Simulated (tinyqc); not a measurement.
Coupled-perturbed Hartree-Fock on RHF in the 6-311g basis, for He, spin multiplicity 1, step by step. The polarisability along this axis is zero because the basis has no function that the field can mix in; the real value is not. Computed by tinyqc, a small Python program that keeps every step (integrals from PySCF). Settings: charge = 0, multiplicity = 1, basis = 6-311g, method = RHF, energy threshold = 1e-10, iteration cap = 69, orthogonalisation = canonical, start = Wolfsberg-Helmholz matrix, DIIS depth = 6. Command: `OMP_NUM_THREADS=1 python tinyqc.py 25602 25603 out.jsonl` (the two numbers bound the seeds that draw the settings). One thread of a shared host (Intel(R) Xeon(R) Processor @ 2.60GHz), about 0.1 s of CPU time with the checks. The early iterations of the SCF are left out here.

## One-electron integrals

Geometry (angstrom):
```
atom         x         y         z
He    0.000000  0.000000  0.000000
```

Basis 6-311g: exponents (1/bohr^2) and contraction coefficients of normalised primitives:
```
element  l (shell)   exponent  coefficient
He           s (1)  98.124300     0.028745
He           s (1)  14.768900     0.208061
He           s (1)   3.318830     0.837635
He           s (2)   0.874047     1.000000
He           s (3)   0.244564     1.000000
```

Overlap, kinetic and nuclear-attraction integrals over the contracted functions; the nuclear repulsion is the sum of Za Zb / Rab.

nuclear repulsion = 0 hartree

overlap S, order 1He 1s, 1He 2s, 1He 3s:
$$\begin{pmatrix}
1.000000 & 0.680472 & 0.328596 \\
0.680472 & 1.000000 & 0.751574 \\
0.328596 & 0.751574 & 1.000000
\end{pmatrix}$$

kinetic energy T (hartree), order 1He 1s, 1He 2s, 1He 3s:
$$\begin{pmatrix}
6.857100 & 1.439474 & 0.225603 \\
1.439474 & 1.311071 & 0.430865 \\
0.225603 & 0.430865 & 0.366846
\end{pmatrix}$$

nuclear attraction V (hartree), order 1He 1s, 1He 2s, 1He 3s:
$$\begin{pmatrix}
-7.306289 & -3.464825 & -1.535069 \\
-3.464825 & -2.983784 & -1.793893 \\
-1.535069 & -1.793893 & -1.578325
\end{pmatrix}$$

core Hamiltonian H = T + V (hartree), order 1He 1s, 1He 2s, 1He 3s:
$$\begin{pmatrix}
-0.449189 & -2.025351 & -1.309466 \\
-2.025351 & -1.672714 & -1.363028 \\
-1.309466 & -1.363028 & -1.211479
\end{pmatrix}$$

## Two-electron integrals

Functions are numbered as in S; the eight-fold symmetry (ij|kl) = (ji|kl) = (kl|ij) leaves the list below.

Two-electron integrals (ij|kl) in chemists' order, unique and non-zero (hartree):
```
(11|11) 2.395117   (21|11) 1.347337   (21|21) 0.798707   (22|11) 1.358411
(22|21) 0.863847   (22|22) 1.054927   (31|11) 0.614121   (31|21) 0.368625
(31|22) 0.406802   (31|31) 0.170715   (32|11) 0.842709   (32|21) 0.547009
(32|22) 0.700418   (32|31) 0.259418   (32|32) 0.476676   (33|11) 0.767030
(33|21) 0.510236   (33|22) 0.697580   (33|31) 0.244176   (33|32) 0.494732
(33|33) 0.558022
```

## Orthogonalisation

S = U s U^T; canonical form X = U s^(-1/2), so that X^T S X = 1. Each column of U has its largest component positive (the first on a tie).

eigenvalues of S: [0.135706, 0.673445, 2.190848]

X, order 1He 1s, 1He 2s, 1He 3s:
$$\begin{pmatrix}
-1.102035 & 0.913172 & 0.353396 \\
2.064207 & -0.049328 & 0.437907 \\
-1.376014 & -0.805348 & 0.373888
\end{pmatrix}$$

## Starting guess

The start is the generalised Wolfsberg-Helmholz matrix (K = 1.75) built on H; D = 2 C_occ C_occ^T.

D at the start, order 1He 1s, 1He 2s, 1He 3s:
$$\begin{pmatrix}
0.010810 & -0.100892 & -0.062010 \\
-0.100892 & 0.941623 & 0.578736 \\
-0.062010 & 0.578736 & 0.355701
\end{pmatrix}$$

## Iteration 6 (converged): orbitals

converged F (hartree), order 1He 1s, 1He 2s, 1He 3s:
$$\begin{pmatrix}
1.373498 & -1.206232 & -1.105840 \\
-1.206232 & -0.594454 & -0.698399 \\
-1.105840 & -0.698399 & -0.371933
\end{pmatrix}$$

Diagonalise F' = X^T F X, C = X C', fill 1 alpha and 1 beta electrons from the bottom; D = 2 C_occ C_occ^T. Each column has its largest component positive (the first on a tie).

F' = X^T F X (hartree):
$$\begin{pmatrix}
4.532472 & -2.551452 & -0.303508 \\
-2.551452 & 2.582356 & 0.303105 \\
-0.303508 & 0.303105 & -0.888720
\end{pmatrix}$$

orbital energies (hartree): MO1 -0.916871, MO2 0.829434, MO3 6.313546

coefficients C, order 1He 1s, 1He 2s, 1He 3s:
$$\begin{pmatrix}
0.263558 & -0.137951 & -1.443869 \\
0.487487 & -1.153994 & 1.698764 \\
0.397446 & 1.427937 & -0.696296
\end{pmatrix}$$

D after iteration 6, order 1He 1s, 1He 2s, 1He 3s:
$$\begin{pmatrix}
0.138926 & 0.256962 & 0.209500 \\
0.256962 & 0.475287 & 0.387499 \\
0.209500 & 0.387499 & 0.315926
\end{pmatrix}$$

## Convergence

Stop when the energy changes by less than 1e-10 hartree and every element of the error matrix X^T (F D S - S D F) X is below 3e-06.

Course of the cycle:
```
iteration  E (hartree)     change  largest element of the error matrix
1          -2.19269352          -                             1.98e+00
2          -2.85664915  -6.64e-01                             1.42e-01
3          -2.85989379  -3.24e-03                             3.01e-03
4          -2.85989541  -1.61e-06                             1.83e-04
5          -2.85989542  -1.83e-08                             2.29e-07
6          -2.85989542  -1.15e-14                             9.21e-08
```

PySCF RHF in the same basis = -2.85989542 hartree

Converged in 6 iterations.

## Populations

Mulliken: Z minus the diagonal of D S on the atom; Loewdin: the same with S^(1/2) D S^(1/2).

Charges (e):
```
atom  Mulliken  Loewdin
1He          0        0
```

## Integrals over molecular orbitals

(pq|rs) = sum C_ip C_jq C_kr C_ls (ij|kl), one index at a time.

one-electron integrals over orbitals h = C^T H C (hartree):
$$\begin{pmatrix}
-1.943024 & 0.277318 & 0.173910 \\
0.277318 & -0.343196 & -0.333392 \\
0.173910 & -0.333392 & 4.176135
\end{pmatrix}$$

Two-electron integrals over orbitals (pq|rs), unique and non-zero (hartree):
```
(11|11) 1.026153    (21|11) -0.277318   (21|21) 0.146549    (22|11) 0.659589
(22|21) -0.113630   (22|22) 0.506646    (31|11) -0.173910   (31|21) 0.125599
(31|22) -0.078781   (31|31) 0.216548    (32|11) 0.229495    (32|21) -0.120916
(32|22) 0.102674    (32|31) -0.148688   (32|32) 0.127591    (33|11) 1.176980
(33|21) -0.380997   (33|22) 0.727303    (33|31) -0.386668   (33|32) 0.380658
(33|33) 1.599956
```

## Response to a field: uncoupled start

dipole integrals <a|z|i> (bohr), order a2, a3:
$$\begin{pmatrix}
0.000000 \\
0.000000
\end{pmatrix}$$

Field along z; U_ai = -mu_ai / (e_a - e_i), alpha = -4 sum U_ai mu_ai.

uncoupled U, order a2, a3:
$$\begin{pmatrix}
0.000000 \\
0.000000
\end{pmatrix}$$

uncoupled polarisability = 0.000000 bohr^3

## Coupled step 1

U_ai = -(mu_ai + sum_bj [4 (ai|bj) - (ab|ij) - (aj|bi)] U_bj) / (e_a - e_i); alpha = -4 sum U_ai mu_ai.

U after step 1, order a2, a3:
$$\begin{pmatrix}
0.000000 \\
0.000000
\end{pmatrix}$$

polarisability = 0.000000 bohr^3

## Coupled polarisability

Repeat until U stops changing; compare with -d2E/dF2.

Course of the coupled iterations:
```
step  alpha (bohr^3)
0           0.000000
1           0.000000
```

coupled polarisability = 0.000000 bohr^3

finite-field check, fields of +/-0.001 au = 7.11e-09 bohr^3
